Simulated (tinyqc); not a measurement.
Transparency density and B against temperature: optical gain and spontaneous emission in a bulk direct-gap semiconductor.

Parabolic bands, vertical transitions, no excitons. For each hole band j: mr = me mj/(me + mj); joint density of states J_j(E) = (mr/c)^(3/2) sqrt(E - Eg)/(2 pi^2), both spins, c = hbar^2/2m0; averaged matrix element |e.p|^2 = m0 Ep/6; alpha_j(E) = 4 pi^2 alpha_f c Ep J_j/(3 nr E) in 1/angstrom (alpha_f the fine-structure constant, listed as alpha among the constants), times 1e8 for 1/cm.

F_j(eta) = (1/Gamma(j + 1)) integral_0^infinity x^j dx/(1 + exp(x - eta)), which tends to exp(eta) for eta << 0.

Quasi-Fermi levels: n = Nc F_1/2(Fc/kT) and p = Nv F_1/2(Fv/kT), Fc counted up from the conduction edge and Fv down from the valence edge; Nc, Nv from N = 2 (m kB T/(4 pi c))^(3/2) with c = hbar^2/2m0, in 1/angstrom^3; times 1e24 for 1/cm^3, with me and (mhh^(3/2) + mlh^(3/2))^(2/3).

For band j the electron sits at Ee = (E - Eg) mr/me above its edge and the hole at Eh = (E - Eg) mr/mj; fe = 1/(1 + exp((Ee - Fc)/kT)), fh = 1/(1 + exp((Eh - Fv)/kT)); gain g = sum_j alpha_j (fe + fh - 1).

Spontaneous rate: R = integral of (nr E/(hbar c))^2/(pi^2 hbar) sum_j alpha_j fe fh dE, with alpha in 1/cm and (nr E/(hbar c))^2 in 1/cm^2 (1e16 per 1/angstrom^2); B = R/(n p); lifetime n/R.

Constants: hbar^2/2m0 = 3.80998211 eV angstrom^2; fine-structure constant alpha = 0.007297352564; kB = 8.617333262e-05 eV/K; hbar = 6.58211957e-16 eV s; hbar c = 1973.269805 eV angstrom.

Parameters, chosen for this exercise (near those of GaAs; not measured data):
- Eg = 1.403 eV (direct gap)
- me = 0.0677 m0 (electron mass)
- mhh = 0.51 m0 (heavy-hole mass)
- mlh = 0.0831 m0 (light-hole mass)
- Ep = 26.6 eV (Kane energy)
- nr = 3.58 (refractive index)

Eg is held fixed; B is taken at n = 1e15 1/cm^3.

Results:

| T (K) | transparency density (1/cm^3) | Fc/kT there | B (cm^3/s) |
|---|---|---|---|
| 100 | 2.41e+17 | 2.006 | 1.29e-09 |
| 200 | 6.82e+17 | 2.006 | 4.60e-10 |
| 250 | 9.53e+17 | 2.006 | 3.30e-10 |
| 300 | 1.25e+18 | 2.006 | 2.52e-10 |
| 350 | 1.58e+18 | 2.006 | 2.01e-10 |
| 400 | 1.93e+18 | 2.006 | 1.65e-10 |
| 500 | 2.69e+18 | 2.006 | 1.19e-10 |

Give the missing row, T (K) = 150.

Computed row:
```
T (K)  transparency density (1/cm^3)  Fc/kT there  B (cm^3/s)
150                         4.43e+17        2.006    7.04e-10
```

Fc/kT at transparency stays at 2.006, since it depends on Nv/Nc alone, so the density goes as T^1.50. B goes as T^-1.48, against T^-1.5 for non-degenerate carriers: hot carriers spread over k and fewer pairs share a wave vector.

tinyqc: `OMP_NUM_THREADS=1 python tinyqc.py 1652668 1652669 out.jsonl`; about 0.1 s, one thread, shared Intel(R) Xeon(R) Processor @ 2.30GHz.
